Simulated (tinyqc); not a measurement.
Switching kinetics of a ferroelectric film and the memory window of a ferroelectric gate stack. Inputs raised by 5 %, one at a time. Computed by tinyqc, a small Python program. Command: `OMP_NUM_THREADS=1 python tinyqc.py 3017151 3017152 out.jsonl feswitch sens`. One thread of a shared host (Intel(R) Xeon(R) Processor @ 2.30GHz), about 0.03 s of CPU time with the checks.

Fields in MV/cm; 1 microcoulomb/cm^2 over eps_0 is 11.29409 MV/cm. In the stack (metal, ferroelectric, interlayer, channel) the channel is taken as a conductor.

Inputs (values chosen for the exercise, for a model hafnia-based film):
```
quantity                                   value               unit
saturation polarisation P_s                   28  microcoulomb/cm^2
ratio P_r/P_s                               0.89                  -
coercive field E_c                             1              MV/cm
permittivity of the ferroelectric eps_F       32                  -
thickness t_F                                 15                 nm
permittivity of the interlayer eps_I         3.9                  -
interlayer thickness t_I                       1                 nm
share s of P screened by trapped charge     0.66                  -
pulse height V                               4.6                  V
time constant t_inf                      2.5e-09                  s
activation field E_a                           8              MV/cm
Merz exponent alpha                            2                  -
dimension n                                    3                  -
half width w of log10 t                     0.41                  -
pulse length t_p                         5.1e-06                  s
breakdown field of the interlayer             16              MV/cm
```

Kinetics: nucleation-limited (NLS).

Method. Series stack: V = E_F t_F + E_I t_I and eps_I E_I = eps_F E_F + (1 - s) P/eps_0. Before switching P = -P_r, after it P = +P_s; in retention V = 0 and P = +P_r. Merz's law: t1 = t_inf exp[(E_a/E)^alpha] at the mean of the fields before and after switching. NLS: switched share = integral of [1 - exp(-(t/tau)^n)] F(z) dz over z = log10 tau, with the Lorentzian F = (1/pi) w/[(z - log10 t1)^2 + w^2].

Runs; columns: (1) input moved; (2) from; (3) to; (4) E_I after switching (MV/cm); (5) depolarising field in retention (MV/cm); (6) switching time t1 (s); (7) switched share:
```
(1)                                          (2)        (3)     (4)     (5)      (6)       (7)
base run                                       -          -  34.086  1.0574  0.09153  0.031258
coercive field E_c (MV/cm)                     1       1.05  34.086  1.0574  0.09153  0.031258
permittivity of the ferroelectric eps_F       32       33.6  34.293  1.0390  0.17037  0.029362
thickness t_F (nm)                            15      15.75  33.882  1.0243  0.28734  0.027937
permittivity of the interlayer eps_I         3.9      4.095  33.019  1.0243  0.04845  0.033470
interlayer thickness t_I (nm)                  1       1.05  33.494  1.0910  0.18120  0.029187
activation field E_a (MV/cm)                   8        8.4  34.086  1.0574  0.54556  0.026366
time constant t_inf (s)                  2.5e-09  2.625e-09  34.086  1.0574  0.09611  0.031100
```

Exponents ln(y'/y) / ln(x'/x):
```
input                                    E_I after switching  depolarising field in retention  switching time t1  switched share
coercive field E_c                                     0.000                            0.000              0.000           0.000
permittivity of the ferroelectric eps_F                0.124                           -0.359             12.733          -1.282
thickness t_F                                         -0.123                           -0.652             23.447          -2.302
permittivity of the interlayer eps_I                  -0.652                           -0.652            -13.037           1.401
interlayer thickness t_I                              -0.359                            0.641             13.997          -1.405
activation field E_a                                   0.000                            0.000             36.588          -3.488
time constant t_inf                                    0.000                            0.000              1.000          -0.104
```

Which inputs matter most for each result?

Among the inputs moved here: E_I after switching answers most in size to permittivity of the interlayer eps_I (exponent -0.652), next to interlayer thickness t_I (-0.359); its exponent is below 0.0005 for coercive field E_c, activation field E_a, time constant t_inf. Depolarising field in retention answers most in size to permittivity of the interlayer eps_I (exponent -0.652), and about equally to thickness t_F (-0.652), interlayer thickness t_I (+0.641); its exponent is below 0.0005 for coercive field E_c, activation field E_a, time constant t_inf. Switching time t1 answers most in size to activation field E_a (exponent +36.588), next to thickness t_F (+23.447); its exponent is below 0.0005 for coercive field E_c. Its exponent +1.000 in time constant t_inf: a prefactor. Switched share answers most in size to activation field E_a (exponent -3.488), next to thickness t_F (-2.302); its exponent is below 0.0005 for coercive field E_c.

Caution (all rows): the interlayer field exceeds its breakdown field, so charge injection would change the fields. Caution (all rows): E_F after switching lies below E_c, so switching stalls before P_s and that state is not reached. Caution (all rows): a depolarising field above E_c switches the film back, so P_r is not held. Caution (all rows): the field changes much during switching, so one mean field is a crude stand-in.
